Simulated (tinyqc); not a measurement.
Gate sheet resistance from two finger widths.

Question. At low frequency R = Rsh Wf/(3 L) + B/Wf, where B collects the channel and vertical terms. Find Rsh, B and the width of lowest R.

Parameters, values chosen for the exercise: channel length L = 0.81 um.

input resistance of single fingers, contacted at one end, of width 0.64 and 4.6 um (ohm): 71.155864  48.883521

Solution. R Wf is a straight line in Wf^2; the minimum of R lies where both terms are equal.

Rsh = 21.0 ohm/square
B = 42.0 ohm um
width of lowest R = 2.20 um

Program tinyqc, `OMP_NUM_THREADS=1 python tinyqc.py 2262239 2262240 out.jsonl`; Intel Xeon 2.30GHz, shared host, one thread, about 0.01 s.
